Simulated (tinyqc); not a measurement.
# Area and perimeter leakage from two diodes

Question. A square diode and a finger diode leak I = JA area + JP perimeter. Find JA, JP and the side of the square at which both parts are equal.

areas (um^2): 10000  96000
perimeters (um): 400  19680
leakage currents (pA): 3.2  122.59200

Solution. Two linear equations give JA and JP; for a square of side a, JA a^2 = 4 JP a at a = 4 JP/JA.

JA = 8.80e-9 A/cm^2
JP = 5.80e-11 A/cm
side for equal parts = 264 um

Numbers from tinyqc (`OMP_NUM_THREADS=1 python tinyqc.py 2290009 2290010 out.jsonl`; about 0.01 s on one thread of a shared Intel Xeon 2.30GHz).
